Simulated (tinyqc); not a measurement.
Conduction-band offset of an n-N heterojunction from carrier-profile moments: two steps of the calculation.

Layer 1 (x < 0) accumulates electrons and layer 2 (x > 0) is depleted. Boltzmann statistics. The bands bend down by V1 in layer 1 and up by V2 in layer 2, with V1 + V2 = VD = dE + Vt ln[(N2/Nc2)/(N1/Nc1)].

Inputs (values chosen for the exercise); values of the order of III-V alloys:
- T = 300 K (temperature)
- eps_r = 13 (relative permittivity of both layers)
- Nc1 = 6.5e17 cm^-3 (density of states of the narrow-gap layer 1)
- Nc2 = 6.2e17 cm^-3 (density of states of the wide-gap layer 2)
- dE = 0.19 eV (conduction-band offset)
- N1 = 1.3e16 cm^-3 (donor density in layer 1)
- N2 = 1.4e16 cm^-3 (donor density in layer 2)
- si = 0 cm^-2 (fixed charge at the interface)

Constants: q = 1.602176634e-19 C, kB = 1.380649e-23 J/K, Vt = kB T/q, eps0 = 8.8541878128e-14 F/cm where lengths are in cm. Results are converted to the units shown.

Problem 1. Division of the diffusion potential. Sheet densities from the first integral: Q1 = sqrt((2 eps0 eps_r Vt N1/q)(exp(u1) - u1 - 1)) extra electrons, Q2 = sqrt((2 eps0 eps_r Vt N2/q)(exp(-u2) + u2 - 1)) missing ones, u = V/Vt; neutrality Q1 = Q2 + si. Q1 - Q2 rises steadily with V1, so V1 follows by bisection.

Find: VD; V1; V2; Q1; n at x = 0-; n at x = 0+.

Solution 1.

VD = 0.1931 V
V1 = 0.05315 V
V2 = 0.1400 V
Q1 = 1.516e11 cm^-2
n at x = 0- = 1.016e17 cm^-3
n at x = 0+ = 6.230e13 cm^-3

n drops across the interface by 1630 = (Nc1/Nc2) exp(dE/Vt).

Problem 2. Offset from the moments. A C-V profile smears n(x) but keeps its zeroth and first moments: si = -int (N - n) dx, VD = (q/(eps0 eps_r)) int (N - n) x dx, dE = VD - Vt ln[(N2/Nc2)/(N1/Nc1)]. Use the trapezoidal rule on each side.

```
left point,-x (nm),n in layer 1 (cm^-3)
0,0,1.01599e17
1,0.874,9.47712e16
2,5.3,6.98298e16
3,15.2,4.29084e16
4,32.1,2.62844e16
5,57.4,1.82508e16
6,92.2,1.48120e16
7,138,1.35069e16
8,195,1.31100e16
9,265,1.30172e16
```

```
right point,x (nm),n in layer 2 (cm^-3)
0,0,6.23027e13
1,20.9,2.91389e14
2,51.4,1.56094e15
3,87.1,5.14175e15
4,127,9.65188e15
5,169,1.23874e16
6,214,1.35038e16
7,262,1.38648e16
8,312,1.39656e16
9,363,1.39915e16
```

Find: si; VD; dE.

Solution 2.

si = 8.3618e9 cm^-2
VD = 0.19180 V
dE = 0.18867 eV

On these few points dE comes out -1.3 meV from the true 0.19 eV, and si misses by 8.4e9 cm^-2, 5.5 % of Q1.

Program tinyqc, `OMP_NUM_THREADS=1 python tinyqc.py 2410077 2410078 out.jsonl`; Intel Xeon 2.30GHz, shared host, one thread, about 0.06 s.
